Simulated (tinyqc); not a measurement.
Moment against temperature: Stoner model of a band ferromagnet.

Density of states per atom and spin: semi-elliptic, D(e) = (8 M/(pi W^2)) sqrt(W^2/4 - e^2). Levels e -/+ I m/2 for up and down spin, m = n_up - n_down, n_up + n_down = nd. At zero temperature e(N) is the energy below which N states lie, and E(m) = sum over spins of integral e D de - I m^2/4.

Constants: kB = 8.617333262e-05 eV/K.

Parameters, chosen for this exercise:
```
symbol  value  unit  meaning
W       4.9    eV    band width, e from -W/2 to W/2
M       5            states per atom and spin
nd      2.95         electrons per atom
I       1.04   eV    Stoner parameter
```

Fermi-Dirac occupations on 600 equal energy intervals; m is iterated from saturation until it changes by less than 1e-7 or for 400 rounds; the paramagnet is unstable while I times the mean of D weighted by -df/de exceeds 1.

Results:
```
T/Tc,T (K),m (muB),I D(T) of the paramagnet
0.10,837,2.949,1.274
0.30,2510,2.886,1.252
0.50,4183,2.685,1.202
0.65,5438,2.405,1.148
0.80,6693,1.941,1.086
0.90,7530,1.431,1.043
0.95,7948,1.032,1.022
1.10,9203,0.000,0.958
```

Tc (from I D(T) = 1) = 8.37e+03 K

What does the comparison show?

kB Tc = 0.721 eV, 0.23 of the exchange splitting at zero temperature. m keeps 0.91 of its first value at half Tc and 0.49 at 0.9 Tc. The model knows only Stoner excitations; spin waves and local moments bring the ordering temperature below the Stoner value.

Run: tinyqc, `OMP_NUM_THREADS=1 python tinyqc.py 1652332 1652333 out.jsonl`; Intel(R) Xeon(R) Processor @ 2.30GHz, one thread, shared host; about 0.3 s of CPU time with all checks.
